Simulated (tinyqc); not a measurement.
A log to judge: single-domain magnet: Stoner-Wohlfarth switching, Neel-Arrhenius retention, LLG dynamics and spin torque. Computed by tinyqc. Command: `OMP_NUM_THREADS=1 python tinyqc.py 3028012 3028013 out.jsonl macro walk`. One thread of a shared host (Intel(R) Xeon(R) Processor @ 2.30GHz), about 0.03 s of CPU time with the checks.

The moment is uniform, with unit vector m; z is the easy axis. mu_0 = 1.25663706212e-6 T m/A, gamma = 1.76085963023e11 rad/(s T).

Inputs (values chosen for the exercise, for a model magnet):
```
quantity                        value    unit
saturation magnetisation M_s     1160    kA/m
diameter d                         12      nm
aspect ratio p                    4.7       -
bulk anisotropy K_u                59  kJ/m^3
exchange stiffness A               30    pJ/m
temperature T                     250       K
attempt frequency f0               10     GHz
waiting time t_w                0.001       s
damping alpha                   0.077       -
spin-torque efficiency eta       0.41       -
drive I/I_c0                      2.9       -
time step times gamma mu_0 H_K    1.2       -
```

Shape: prolate spheroid, easy axis along it.

Constants: k_B = 1.380649e-23 J/K; e = 1.602176634e-19 C; hbar = 1.054571817e-34 J s.

Method:
- N_z = [p ln(p + sqrt(p^2 - 1))/sqrt(p^2 - 1) - 1]/(p^2 - 1); V = pi d^3 p/6; K_eff = K_u + K_shape, K_shape = -(mu_0 M_s^2/4)(3 N_z - 1); mu_0 H_K = 2 K_eff/M_s.
- Delta = K_eff V/(k_B T); tau = exp(Delta)/f0; probability of a flip within t_w: P = 1 - exp(-t_w/tau). Wall width parameter sqrt(A/K_eff); a two-domain state costs 4 sqrt(A K_eff) times the cross-section that the wall cuts (pi d^2/4).
- For axial symmetry and a polariser along z: I_c0 = (4 e alpha/(hbar eta)) K_eff V; relaxation time tau_D = (1 + alpha^2)/(alpha gamma mu_0 H_K); thermal start angle theta_0 = 1/sqrt(2 Delta); switching time about tau_D ln(pi/(2 theta_0))/(I/I_c0 - 1); precession frequency gamma mu_0 H_K/(2 pi (1 + alpha^2)).
- The polar equation dm_z/dt = -(1 - m_z^2)(i - m_z)/tau_D, i = I/I_c0, integrates to t = tau_D [F(cos theta_0) - F(0)], F(z) = -ln(1 - z)/(2 (i - 1)) + ln(1 + z)/(2 (i + 1)) + ln(i - z)/(i^2 - 1), theta_0 = 1/sqrt(2 Delta).
- In the time s = gamma mu_0 H_K t: (1 + alpha^2) dm/ds = -m x b - alpha m x (m x b) + a [m x (m x z) - alpha m x z], b = m_z z, a = alpha I/I_c0; Heun steps (Euler predictor, mean of the two slopes) without renormalising; start m = (sin theta_0, 0, cos theta_0), theta_0 = 1/sqrt(2 Delta).
- Run until m_z <= 0 (time by linear interpolation), |m|^2 leaves 1 by more than 1, or three exact times have passed; the run counts as sound if the time is within 3 % of the exact one.

Every few steps:
```
step    t (ns)        m_x        m_y        m_z      |m|
0     0.000000   0.031663   0.000000   0.999499  1.00000
2     0.019535  -0.057660   0.040997   0.998409  1.00091
4     0.039069   0.050948  -0.149122   0.992974  1.00540
6     0.058604   0.109143   0.327859   0.966199  1.02613
8     0.078139  -0.629284  -0.316206   0.841912  1.09763
10    0.097673   0.675884  -0.878129   0.401934  1.17876
12    0.117208   0.850038  -0.806349  -0.371059  1.22900
```

Can the last value be used, and what does the course show?

No. The time is 0.50 of the exact one and |m| drifts by 0.23: Heun steps inflate the precession cone by about dt^4/8 a step, a false growth rate of dt^3/8 = 0.22 beside the true alpha (I/I_c0 - 1) = 0.15. Reruns converge with time step times gamma mu_0 H_K = 0.04. Reruns still fail with time step times gamma mu_0 H_K = 0.4.
